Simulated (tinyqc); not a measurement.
What each parameter does: temperature and isotope dependence of a band gap in oscillator models.

E(T) = E0 - sum_i sl_i th_i n_i(T), n = 1/(exp(th/T) - 1). The same coupling lowers the gap at 0 K by the zero-point term ZP = sum_i sl_i th_i/2, so the gap of the static lattice is E0 + ZP. Thermal expansion is taken as part of the slopes.

Inputs chosen for the exercise (near those of Ge; shifted at random, so the results belong to these values and not to a real crystal):
```
symbol  value             unit   meaning
E0      0.747             eV     gap at 0 K
th      (105, 329)        K      temperatures of two oscillators
sl      (0.1474, 0.2406)  meV/K  their high-temperature slopes
T       150               K      temperature
```

Gap at T, slope -sum sl_i (th_i/T)^2 n_i (1 + n_i) and ZP.

One parameter was then changed.

Results before and after:
```
case     E(T) (eV)  dE/dT (meV/K)  ZP (meV)
base        0.7218        -0.3051     47.32
changed     0.7172        -0.3475     49.64
```

Which of these changes was made? (a) sl = (0.1916, 0.2406) meV/K; (b) T = 190 K; (c) th = (105, 394) K; (d) E0 = 0.757 eV.

Answer: (a) sl = (0.1916, 0.2406) meV/K. Of the candidates, run in turn, only this one gives the changed row.

All candidates:
```
case                         E(T) (eV)  dE/dT (meV/K)  ZP (meV)
base                            0.7218        -0.3051     47.32
T = 190 K                       0.7090        -0.3322     47.32
E0 = 0.757 eV                   0.7318        -0.3051     47.32
th = (105, 394) K               0.7243        -0.2810     55.14
sl = (0.1916, 0.2406) meV/K     0.7172        -0.3475     49.64
```

Run: tinyqc, `OMP_NUM_THREADS=1 python tinyqc.py 1850937 1850938 out.jsonl`; Intel(R) Xeon(R) Processor @ 2.30GHz, one thread, shared host; about 0.01 s of CPU time with all checks.
